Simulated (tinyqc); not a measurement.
What moves the results: localisation in a chain with random site energies (transfer matrices). A value that a table varies takes the place of the one given here.

Hopping -t; leads with site energy 0, E = -2t cos(ka). psi_(j+1) = ((e_j - E)/t) psi_j - psi_(j-1), a product of matrices M_j = [[(e_j - E)/t, -1], [1, 0]]. For M = M_N ... M_1 the transmission is T = 4 sin^2(ka)/|M21 - M12 + M22 exp(ika) - M11 exp(-ika)|^2. Long samples draw e_j = W (x_j/2147483647 - 1/2) from x_j = 16807 x_(j-1) mod 2147483647, starting at x0. The localisation length xi, in sites, is defined by ln T = -2N/xi on average; weak disorder gives xi = 24 (4t^2 - E^2)/W^2, and the mean free path for backscattering is xi/2.

Numerical xi = N/ln sqrt(psi_(N+1)^2 + psi_N^2) for N = 20000 sites from psi_1 = 1, psi_0 = 0; its statistical error is about xi sqrt(xi/N).

Parameters, chosen for this exercise: t = 1.54 eV (hopping); E = -2.34 eV (energy); x0 = 9667 (start of the number sequence); W = 3.06 eV (full width of the disorder).

## Localisation length against disorder

The same number sequence scaled by W.

xi (sites):
```
W/t   W (eV)  numerical  error  weak disorder  strong: 1/(ln(W/2t) - 1)
1.0    1.540     40.594  1.829         40.588                         -
1.5    2.310     17.656  0.525         18.039                         -
2.0    3.080     10.262  0.232         10.147                         -
3.0    4.620      5.435  0.090          4.510                         -
4.0    6.160      3.710  0.051          2.537                         -
6.0    9.240      2.344  0.025          1.127                         -
10.0  15.400      1.345  0.011          0.406                     1.641
16.0  24.640      0.883  0.006          0.159                     0.926
```

At W = t the numerical value is 40.6 +/- 1.8 against 40.6, and at 2t 10.26 +/- 0.23 against 10.15. The weak-disorder formula is within 15 % for W/t = 1, 1.5 and 2; at W = 16t it gives 0.16 and the strong-disorder form 0.93, against 0.88. All states of the chain are localised; disorder only sets the length.

## From ballistic to localised

200 samples of each length, cut one after another from the start of the sequence. Typical T = exp(mean ln T). Ohmic: 1/(1 + 2N/xi); localised: exp(-2N/xi), both with the weak-disorder xi.

Transmission:
```
N    mean T  typical T  spread of ln T   ohmic  localised
2     0.730      0.708           0.266   0.720      0.678
5     0.483      0.395           0.710   0.507      0.378
10    0.275      0.159           1.174   0.340      0.143
20    0.119     0.0245           2.198   0.204     0.0204
40   0.0293   0.000434           3.663   0.114   0.000417
80  0.00194   2.67e-07           5.562  0.0604   1.74e-07
```

With xi = 10.3 sites, mean and typical T are 0.483 and 0.395 at N = 5, and 0.00194 and 2.67e-07 at N = 80, where ln T scatters by 5.6. The slope of ln(typical T) between 40 and 80 sites gives xi = 10.8, uncertain by about 6 % from the scatter of 200 samples. At N = 80 the ohmic law gives 2.26e+05 times the typical value: a single channel has no ohmic range beyond a mean free path, and the mean is carried by rare resonant samples.

## What each parameter does

Numerical and weak-disorder xi. Each row changes one parameter from the base and keeps the others.

Results:
```
case          numerical xi (sites)  weak-disorder xi (sites)
base                         10.36                     10.28
t = 1.771 eV                 16.72                     18.12
E = -1.64 eV                 16.56                     17.42
W = 3.672 eV                  7.63                      7.14
x0 = 9668                    10.88                     10.28
```

The largest shifts from the base row, up to three for each result and ties (the steps differ in size, so this ranks the rows, not the parameters). numerical xi (sites): t +6.36, E +6.20, W -2.73. weak-disorder xi (sites): t +7.84, E +7.14, W -3.14; unchanged at the printed digits by x0. A new x0 is another sample of the same disorder; its shift is one draw of the statistical scatter, about xi sqrt(xi/N); the other rows share one sample, so their errors are correlated.

Program tinyqc; command `OMP_NUM_THREADS=1 python tinyqc.py 1450969 1450970 out.jsonl`; about 0.07 s on one thread of a shared Intel(R) Xeon(R) Processor @ 2.30GHz.
